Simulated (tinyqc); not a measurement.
Surface photovoltage measurement of the minority-carrier diffusion length in a wafer. From one set of inputs to another, one input at a time. Computed by tinyqc, a small Python program. Command: `OMP_NUM_THREADS=1 python tinyqc.py 3130437 3130438 out.jsonl spv ladder`. One thread of a shared host (Intel(R) Xeon(R) Processor @ 2.30GHz), about 0.01 s of CPU time with the checks.

Low injection, steady light, a depletion layer much thinner than 1/alpha and L. The excess density dn is taken at the front edge of the neutral region; light that reaches the back is lost.

The inputs printed are set A. Inputs not listed in the table keep their values of set A, so the rows need not describe a real material.

Inputs (values chosen for the exercise, modelled on p-type silicon at room temperature):
```
quantity                                             value        unit
diffusion length L                                      95  micrometre
wafer thickness W                                      300  micrometre
diffusivity D                                         32.7      cm^2/s
front recombination velocity S_f                     61000        cm/s
back recombination velocity S_b                      64000        cm/s
photon flux entering                               2.2e+12  1/(cm^2 s)
minority density at the surface barrier scale n_0    1e+10      1/cm^3
temperature T                                          298           K
wavelength                                             965          nm
relative noise of each reading                           1           %
```

normal deviates g for the noise: -0.66  0.60  -0.32  -0.80  0.56  -0.07  0.75

Constants: k_B = 8.617333262e-05 eV/K.

Method:
- alpha = (84.732/lambda - 76.417)^2 per cm with lambda in micrometre (an empirical fit for silicon between 0.7 and 1.05 micrometre).
- Thick wafer: dn = Phi L/((S_f + D/L)(L + 1/alpha)). Finite wafer, with s = S_b L/D, w = W/L, a = alpha L: dn = [Phi a/(a^2 - 1)] [a - B - exp(-alpha W)(a - s)/(cosh w + s sinh w)]/(S_f + B D/L), B = (sinh w + s cosh w)/(cosh w + s sinh w).
- Photovoltage V = (k_B T/e) ln(1 + dn/n_0). Lifetime = L^2/D.
- Readings y = (Phi/dn) (1 + noise x g) at 780, 830, 880, 920, 950, 975 and 995 nm; a least-squares line y = c (1/alpha + L_app) gives L_app = intercept/slope.

Each row keeps all changes above it:
```
input moved                                 from       to  dn, finite wafer (1/cm^3)  apparent length L_app (micrometre)  photovoltage V (mV)
set A                                          -        -                 1.8702e+07                              89.763               0.0480
diffusion length L (micrometre)               95       55                 1.3676e+07                              53.815               0.0351
front recombination velocity S_f (cm/s)    61000      170                 1.4971e+08                              53.815               0.3816
diffusivity D (cm^2/s)                      32.7     31.9                 1.5335e+08                              53.814               0.3908
wavelength (nm)                              965      961                 1.5905e+08                              53.814               0.4052
photon flux entering (1/(cm^2 s))        2.2e+12  9.3e+12                 6.7233e+08                              53.814               1.6710
back recombination velocity S_b (cm/s)     64000   100000                 6.7232e+08                              53.808               1.6709
```

Which inputs carry the difference?

dn, finite wafer goes from 1.87e7 to 6.72e8, a factor 35.9 in all. The largest single move comes from front recombination velocity S_f (a factor 10.9), and diffusion length L works against it (a factor 0.731). Apparent length L_app goes from 89.8 to 53.8, a factor 0.599 in all. The largest single move comes from diffusion length L (a factor 0.600). Photovoltage V goes from 0.0480 to 1.67, a factor 34.8 in all. The largest single move comes from front recombination velocity S_f (a factor 10.9), and diffusion length L works against it (a factor 0.731). The single moves hold for this order of the switches; the total does not depend on the order.

Extremes, crossings and ranges named in words are read from the listed rows.
